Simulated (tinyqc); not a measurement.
Lattice vibrations of a chain, step by step. One step of it, computed by the program tinyqc.

Question. Frequencies. omega^2 are the eigenvalues; wavenumber = 521.4708 sqrt(eigenvalue) 1/cm.

D(q) (eV/(angstrom^2 u)):
```
                     1                    2                    3                    4
1             0.149209            -0.035303  -0.003195+0.012445i   0.060918+0.033490i
2            -0.035303             0.564014            -0.324725  -0.004109+0.016002i
3  -0.003195-0.012445i            -0.324725             0.572428            -0.265999
4   0.060918-0.033490i  -0.004109-0.016002i            -0.265999             0.375472
```

Give: eigenvalues; wavenumbers; weights |e|^2 of the mass-weighted modes.

Answer.

eigenvalues: 0.0722  0.1542  0.4762  0.9585

wavenumbers (1/cm): 140.1  204.8  359.9  510.5

weights |e|^2 of the mass-weighted modes:
```
        mode 1  mode 2  mode 3  mode 4
atom 1  0.2377  0.7173  0.0450  0.0000
atom 2  0.1242  0.1076  0.4103  0.3579
atom 3  0.2959  0.1285  0.0424  0.5332
atom 4  0.3422  0.0467  0.5023  0.1089
```
